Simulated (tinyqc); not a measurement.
From ballistic to localised: localisation in a chain with random site energies (transfer matrices).

Hopping -t; leads with site energy 0, E = -2t cos(ka). psi_(j+1) = ((e_j - E)/t) psi_j - psi_(j-1), a product of matrices M_j = [[(e_j - E)/t, -1], [1, 0]]. For M = M_N ... M_1 the transmission is T = 4 sin^2(ka)/|M21 - M12 + M22 exp(ika) - M11 exp(-ika)|^2. Long samples draw e_j = W (x_j/2147483647 - 1/2) from x_j = 16807 x_(j-1) mod 2147483647, starting at x0. The localisation length xi, in sites, is defined by ln T = -2N/xi on average; weak disorder gives xi = 24 (4t^2 - E^2)/W^2, and the mean free path for backscattering is xi/2.

Values chosen for the exercise: t = 0.92 eV (hopping); E = -0.75 eV (energy); W = 2.4 eV (full width of the disorder); x0 = 6778 (start of the number sequence).

200 samples of each length, cut one after another from the start of the sequence. Typical T = exp(mean ln T). Ohmic: 1/(1 + 2N/xi); localised: exp(-2N/xi), both with the weak-disorder xi.

Transmission:

| N | mean T | typical T | spread of ln T | ohmic | localised |
|---|---|---|---|---|---|
| 2 | 0.762 | 0.733 | 0.298 | 0.746 | 0.712 |
| 5 | 0.517 | 0.424 | 0.719 | 0.541 | 0.427 |
| 10 | 0.312 | 0.190 | 1.174 | 0.370 | 0.183 |
| 20 | 0.146 | 0.0372 | 2.007 | 0.227 | 0.0334 |
| 40 | 0.0338 | 0.00111 | 3.292 | 0.128 | 0.00111 |
| 80 | 0.00431 | 1.27e-06 | 4.546 | 0.0685 | 1.24e-06 |

With xi = 11.8 sites, mean and typical T are 0.517 and 0.424 at N = 5, and 0.00431 and 1.27e-06 at N = 80, where ln T scatters by 4.5. The slope of ln(typical T) between 40 and 80 sites gives xi = 11.8, uncertain by about 6 % from the scatter of 200 samples. At N = 80 the ohmic law gives 5.39e+04 times the typical value: a single channel has no ohmic range beyond a mean free path, and the mean is carried by rare resonant samples.

(tinyqc, `OMP_NUM_THREADS=1 python tinyqc.py 1481251 1481252 out.jsonl`, Intel(R) Xeon(R) Processor @ 2.30GHz, 1 thread, shared host, about 0.08 s.)
